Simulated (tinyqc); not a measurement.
How far the series holds: five-level k.p model folded onto the conduction band.

For k along z and one spin sector the level c couples to four states. With c0 = hbar^2/2m0, P = sqrt(Ep c0), P2 = sqrt(Ep2 c0): diagonal Eg + (1 + Cm) c0 k^2 for c, and 0, -Dso, E7 + D2, E7 for lh, so, G8 up, G7 up (their own dispersion is left out); couplings of c: sqrt(2/3) P k to lh, sqrt(1/3) P k to so, sqrt(2/3) P2 k to G8 up, sqrt(1/3) P2 k to G7 up (phases chosen real).

Expanding E = H_cc + S(E) about Eg in powers of k^2, with s_n = sum_j H_cj^2/(Eg - H_jj)^n: order k^2: e2 = (1 + Cm) c0 k^2 + s1; order k^4: e4 = -s2 e2; order k^6: e6 = s3 e2^2 + s2^2 e2.

Constants: hbar^2/2m0 = 3.80998211 eV angstrom^2.

Parameters, chosen for this exercise (near those of InSb; not measured data):
- Eg = 0.243 eV (gap at Gamma to the s-like level)
- Dso = 0.85 eV (spin-orbit splitting)
- Ep = 24.2 eV (Kane energy)
- E7 = 3.2 eV (upper Gamma7 conduction level, from the valence top)
- D2 = 0.33 eV (its spin-orbit splitting, Gamma8 above Gamma7)
- Ep2 = 3.7 eV (Kane energy to the upper levels)
- Cm = 0 (remote term in 1/m)

Energies from Eg; Pk/Eg measures the coupling.

Levels (eV):
```
k (1/angstrom)  Pk/Eg  to k^2   to k^4  to k^6   exact
0.0038          0.150  0.0040   0.0040  0.0040  0.0040
0.0087          0.344  0.0212   0.0195  0.0198  0.0197
0.0136          0.537  0.0519   0.0416  0.0458  0.0444
0.0184          0.727  0.0949   0.0606  0.0862  0.0743
0.0233          0.921  0.1522   0.0640  0.1693  0.1084
0.0282          1.114  0.2230   0.0336  0.3648  0.1450
0.0380          1.502  0.4049  -0.2196  1.7635  0.2229
```

Give the missing row, k (1/angstrom) = 0.0331.

Computed row:
```
k (1/angstrom)  Pk/Eg  to k^2   to k^4  to k^6   exact
0.0331          1.308  0.3072  -0.0523  0.8139  0.1833
```

Within 2 % of the exact level stay: the k^2 term up to Pk/Eg = 0.15, the sum to k^4 up to Pk/Eg = 0.34, the sum to k^6 up to Pk/Eg = 0.34. In the last row the errors are +182, -442 and +1541 meV: higher orders make it worse, since the series in k^2 converges only for Pk below about Eg/2 in the two-level limit E = Eg/2 + sqrt(Eg^2/4 + P^2 k^2).

Program tinyqc; command `OMP_NUM_THREADS=1 python tinyqc.py 1050526 1050527 out.jsonl`; about 0.01 s on one thread of a shared Intel(R) Xeon(R) Processor @ 2.30GHz.
